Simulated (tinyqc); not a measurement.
X-ray reflectivity of a thin film on silicon: critical angles, Parratt recursion, fringes and roughness: one step, computed by the program tinyqc.

n = 1 - delta + i beta; the classical electron radius is r_e = 2.8179403e-6 nm. Layer 0 is vacuum, 1 the film, 2 the substrate.

Problem. Fringe period, contrast and decay. Far above the critical angle the period is d theta = lambda/(2 d), or 2 pi/d in q; the envelope runs between (|r_01| - |r_12 p|)^2 and (|r_01| + |r_12 p|)^2; contrast = 2 a b/(a^2 + b^2) with a = |r_01|, b = |r_12 p|; roughness factors on the amplitudes are about exp(-q^2 sigma^2/2).

Inputs (values chosen for the exercise, modelled on TaN on silicon, copper K-alpha radiation): wavelength lambda = 0.15406 nm; film thickness d = 57 nm; roughness of the surface sigma_1 = 1.2 nm; roughness of the interface sigma_2 = 0.35 nm.

1000 r_01 = 0.02807683-0.00294243i

1000 r_12 = -6.897386+0.730180i

p = -0.3433335+0.5554412i

q = 4 pi sin(theta)/lambda = 2.988955 1/nm

Give: period in theta; period in q; contrast; roughness factor, surface; roughness factor, interface.

Solution.

period in theta = 0.07743 degrees

period in q = 0.1102 1/nm

contrast = 0.01247

roughness factor, surface = 0.001609

roughness factor, interface = 0.5786
